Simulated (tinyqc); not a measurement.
From results back to parameters: electrons shared among three sets of ellipsoidal valleys. Three cases, with inputs chosen for the exercise.

Problem. With Boltzmann statistics n(L)/n(Gamma) = R exp(-dE/kB T), where R = N_2/N_1 does not depend on T. Two ratios were computed from hidden R and dE.

Constants: kB = 8.617333262e-05 eV/K.

Find: dE; R.

Method. dE = kB ln(ratio_b/ratio_a)/(1/Ta - 1/Tb); then R = ratio_a exp(dE/kB Ta).

Case 1.

Values chosen (out of a larger set: masses and offsets near those of InP; mobilities are free inputs, held fixed; not measured data): Ta = 300 K; Tb = 600 K.

ratio at Ta = 1.30773e-09
ratio at Tb = 0.000206962

Solution.

dE = 0.619 eV
R = 32.8

Case 2.

Values chosen (out of a larger set: masses and offsets near those of InP; mobilities are free inputs, held fixed; not measured data): Ta = 300 K; Tb = 450 K.

ratio at Ta = 8.10321e-07
ratio at Tb = 0.000264817

Solution.

dE = 0.449 eV
R = 28.3

Case 3.

Values chosen (out of a larger set: masses and offsets near those of GaSb; mobilities are free inputs, held fixed; not measured data): Ta = 300 K; Tb = 600 K.

ratio at Ta = 3.42325
ratio at Tb = 15.1779

Solution.

dE = 0.077 eV
R = 67.3

Computed by tinyqc, one run a case: `OMP_NUM_THREADS=1 python tinyqc.py N N+1 out.jsonl` with N = 1651705, 1651710, 1651816; one thread of a shared Intel(R) Xeon(R) Processor @ 2.30GHz, about 0.01 s a run at most.
